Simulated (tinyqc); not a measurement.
Grain-boundary trapping model (Seto) of a polycrystalline semiconductor film: one step, computed by the program tinyqc. Command: `OMP_NUM_THREADS=1 python tinyqc.py 3021270 3021271 out.jsonl poly walk`. One thread of a shared host (Intel(R) Xeon(R) Processor @ 2.30GHz), about 0.01 s of CPU time with the checks.

Grains of equal size L are joined by thin boundaries with one trap level. Trapped carriers deplete a width W on each side and raise a barrier, crossed by thermionic emission. Dopants are fully ionised, statistics are non-degenerate and mu_g does not depend on T.

Problem. Critical doping. If all traps fill, the grain is just depleted at N* = Q_t/L, with the barrier e Q_t L/(8 eps eps_0).

Inputs (values chosen for the exercise, modelled on polycrystalline ZnO): permittivity eps = 8.3; grain size L = 300 nm; trap density Q_t = 1.3e+12 1/cm^2.

Grain interior: resistance included.

Constants: e = 1.602176634e-19 C; eps_0 = 8.8541878128e-12 F/m; k_B = 8.617333262e-05 eV/K.

Give: N*; barrier at N* with all traps filled.

Solution.

N* = 4.333e+16 1/cm^3

barrier at N* with all traps filled = 1.063 V
